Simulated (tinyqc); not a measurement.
Worked calculation: valley splitting of a silicon quantum well in envelope theory. Values are carried at full precision from step to step, so a last printed digit may differ when a step is redone from the rounded ones.

Constants: hbar^2/2m0 = 3.80998211 eV angstrom^2; kB = 8.617333262e-05 eV/K.

Inputs chosen for the exercise (near those of a strained Si well in SiGe; not measured data): k0 = 0.829 2 pi/a (valley position); a = 5.431 angstrom (lattice constant); ml = 0.906 m0 (mass along z); F = 8.5 mV/nm (field pressing towards the upper interface); w = 0.9 angstrom (interface width parameter); L = 62 angstrom (well width); V0 = 0.15 eV (conduction offset); C0 = 0.266 (Bloch overlap factor); Yb = 0.22 (Ge share of the barrier); Yw = 0.02 (Ge share of the well); ad = 150 angstrom (dot radius).

## Wave number and lengths

q = 2 k0 (2 pi/a), its wavelength, the field length (c/(ml e F))^(1/3) with c = hbar^2/2m0 and 1 mV/nm = 1e-4 eV/angstrom, and the damping factor y/sinh(y), y = pi q w, of a step smoothed as 1/(1 + exp(z/w)).

q = 1.9182 1/angstrom
wavelength = 3.276 angstrom
field length = 17.0 angstrom
damping factor = 0.0479

## The envelope

The well lies at 0 < z < L; U(z) = V0 [1/(1 + exp(z/w)) + 1/(1 + exp((L - z)/w))] - e F z, 1 mV/nm = 1e-4 eV/angstrom. The envelope psi solves -(c/ml) psi'' + U psi = E psi, c = hbar^2/2m0, by three-point differences on a grid of 0.1 angstrom from -40 to L + 40 angstrom. The two valleys at +/- k0 couple through D = C0 times the integral of exp(-i q z) U(z) psi^2, q = 2 k0 (2 pi/a), and split by Ev = 2|D|.

Two lowest levels, mean position, and psi^2 at both interfaces.

levels (meV): -23.05  6.23

<z> = 41.3 angstrom
psi^2 at z = 0 and L (1/angstrom): 0.000131  0.00539

The field makes psi^2 at the upper interface 41.2 times that at the lower one. The orbital spacing is 29.3 meV.

## Contributions to the coupling

Split D into the lower barrier, the upper barrier and the field term.

Parts of D (micro-eV):

| part | real | imaginary | size |
|---|---|---|---|
| lower barrier | 0.130 | 0.063 | 0.145 |
| upper barrier | 5.823 | -1.203 | 5.946 |
| field term | 0.043 | -0.004 | 0.044 |

## Valley splitting and phase

The inter-valley coupling D is the sum of the complex parts; Ev = 2|D|, the valley phase is arg D, and kB T equals Ev at T = Ev/kB.

Ev = 12.2 micro-eV
phase = -0.19 rad
T = 0.14 K

The upper barrier gives the largest part.

## Alloy disorder

Random alloy: with Y(z) = Yw + (Yb - Yw) B(z), B the bracket in U, and in-plane density exp(-r^2/ad^2)/(pi ad^2), D gains a random complex part of variance sigma^2 = (C0^2/pi)(a^2 V0/(8 ad (Yb - Yw)))^2 (4/a) times the integral of psi^4 Y (1 - Y). Alone it gives a mean splitting sqrt(pi) sigma; together with the smooth part the rms splitting is 2 sqrt(|D|^2 + sigma^2).

Give the integral, sigma, the mean splitting from disorder alone and the rms total.

integral = 0.000498 1/angstrom
sigma = 53.0 micro-eV
sqrt(pi) sigma = 93.9 micro-eV
rms splitting = 106.7 micro-eV

|D|/sigma = 0.12: disorder dominates, so the splitting scatters from dot to dot down to zero.

## Checks

- Lowest level for sharp walls and no field against the square well, meV: both 7.9.
- Size of one barrier part in that case against C0 V0 psi(0)^2/sqrt(q^2 + 4 kappa^2), micro-eV: both 29.

Program tinyqc; command `OMP_NUM_THREADS=1 python tinyqc.py 1282305 1282306 out.jsonl`; about 0.06 s on one thread of a shared Intel(R) Xeon(R) Processor @ 2.30GHz.
